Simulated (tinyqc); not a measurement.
Three structures under pressure: Born-Mayer model of an ionic crystal AB. Computed by tinyqc, a small Python program. Command: `OMP_NUM_THREADS=1 python tinyqc.py 3013172 3013173 out.jsonl bornmayer walk`. One thread of a shared host (Intel(R) Xeon(R) Processor @ 2.30GHz), about 0.01 s of CPU time with the checks.

Energies are per ion pair and r is the nearest distance of unlike ions.

Inputs (values chosen for the exercise, for a model salt):

| quantity | value | unit |
|---|---|---|
| ionic charge z | 2 | - |
| unlike repulsion lambda | 661 | eV |
| range rho | 0.355 | angstrom |
| like repulsion lambda2 | 1890 | eV |
| dispersion C between like ions | 24 | eV angstrom^6 |

Structure: zinc blende. Short range: with like-ion terms.

Constants: e^2/(4 pi eps_0) = 14.39964548 eV angstrom; 1 eV/angstrom^3 = 160.2176634 GPa.

Method:
- Madelung constant M, unlike neighbours z1, like neighbours z2 at f r, volume per pair: rock salt 1.747565, 6, 12, sqrt2, 2 r^3; caesium chloride 1.762675, 8, 6, 2/sqrt3, 8 r^3/(3 sqrt3); zinc blende 1.638055, 4, 12, sqrt(8/3), 16 r^3/(3 sqrt3).
- U(r) = -M z^2 e^2/(4 pi eps_0 r) + z1 lambda exp(-r/rho) + z2 [lambda2 exp(-f r/rho) - C/(f r)^6] (one mean like-ion term for both sublattices).
- With the volume written as c r^3, under pressure take the root at the minimum of the enthalpy and solve U'(r) + 3 c r^2 P = 0; H = U + P V; B = (U'' - 2 U'/r)/(9 c r).

Enthalpy (eV per pair):

| P (GPa) | rock salt | caesium chloride | zinc blende |
|---|---|---|---|
| 0 | -35.958 | -33.413 | -36.729 |
| 2 | -35.601 | -33.053 | -36.329 |
| 5 | -35.075 | -32.523 | -35.741 |
| 10 | -34.217 | -31.661 | -34.788 |
| 20 | -32.568 | -30.004 | -32.968 |
| 40 | -29.469 | -26.897 | -29.583 |
| 70 | -25.181 | -22.607 | -24.952 |
| 100 | -21.201 | -18.633 | -20.690 |

volumes at zero pressure (angstrom^3): rock salt 28.753, caesium chloride 28.984, zinc blende 32.284

What does the comparison show, and why?

At zero pressure the order is zinc blende < rock salt < caesium chloride. Between 40 and 70 GPa the lowest enthalpy passes from zinc blende to rock salt. Pressure favours the denser structure, through P V. The Madelung constants, the number of repulsive contacts and the volumes (28.8, 29.0, 32.3 angstrom^3 at P = 0) all matter. Caution: rigid ions with fixed charges leave out polarisation and covalency, so such models often misplace transition pressures.

Extremes, crossings and ranges named in words are read from the listed rows.
